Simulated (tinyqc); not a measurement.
Inversion-layer mobility, back-scattering and ballistic limit of a field-effect transistor: one step, computed by the program tinyqc.

The charge at the top of the source barrier is fixed by the gate; series resistance and short-channel effects are left out. F_j are Fermi integrals normalised to exp(eta) in the classical limit.

Question. Back-scattering. F_j(eta) = (1/Gamma(j + 1)) int_0^infinity x^j/(1 + exp(x - eta)) dx, F_0 = ln(1 + exp(eta)). Integrals over x = E/(k_B T) use 160 Gauss-Legendre points in u = sqrt(x) from 0 to sqrt(max(eta, 0) + 32). Ballistic channel: N_2D = g_v m k_B T/(pi hbar^2), U = e V_D/(k_B T); eta_F solves N_inv = (N_2D/2)[F_0(eta_F) + F_0(eta_F - U)]; v_T = sqrt(2 k_B T/(pi m)); I/W = e (N_2D/2) v_T [F_1/2(eta_F) - F_1/2(eta_F - U)]; injection velocity v_T F_1/2(eta_F)/F_0(eta_F). Mean free path lambda = (2 k_B T/e)(mu/v_T) F_0(eta_0)/F_-1/2(eta_0), with eta_0 from N_inv = N_2D F_0(eta_0); critical length l = L (1 + U)^(-a), an empirical rule; back-scattering r = l/(l + lambda). Then eta solves N_inv = (N_2D/2)[(1 + r) F_0(eta) + (1 - r) F_0(eta - U)] and I/W = e (N_2D/2) v_T (1 - r)[F_1/2(eta) - F_1/2(eta - U)]. Ballistic ratio: I over the ballistic current. Apparent mobility 1/(1/mu + 1/mu_B), mu_B = mu L/lambda.

Inputs (values chosen for the exercise, modelled on an InGaAs n-channel):
```
quantity,value,unit
transport mass m,0.047,m_0
valley degeneracy g_v,1,-
gate overdrive V_G - V_T,0.19,V
drain voltage V_D,0.75,V
channel length L,69,nm
exponent a of the critical length,0.69,-
temperature T,77,K
```

Statistics at the top of the barrier: Fermi-Dirac.

inversion density N_inv = 2.275014e+12 1/cm^2

effective mobility mu = 1516.535 cm^2/(V s)

Constants: m_0 = 9.1093837015e-31 kg; k_B = 1.380649e-23 J/K; hbar = 1.054571817e-34 J s; k_B = 8.617333262e-05 eV/K; e = 1.602176634e-19 C.

Give: eta_0; mean free path lambda; critical length l; back-scattering coefficient r; current I/W; ballistic ratio; apparent low-field mobility.

Answer.

eta_0 = 17.463

mean free path lambda = 59.363 nm

critical length l = 2.6273 nm

back-scattering coefficient r = 0.042382

current I/W = 1835.3 microampere/micrometre

ballistic ratio = 0.89989

apparent low-field mobility = 815.20 cm^2/(V s)

L/lambda = 1.16, but at this drain voltage only the first 2.63 nm can return a carrier to the source, so the device works at 90 % of its ballistic limit. Caution: the current exceeds the long-channel drift law, so the empirical rule for l, meant for short channels, is too generous here. Caution: in a degenerate gas the layer that can return carriers is set by E_F rather than k_B T, so l is underestimated.
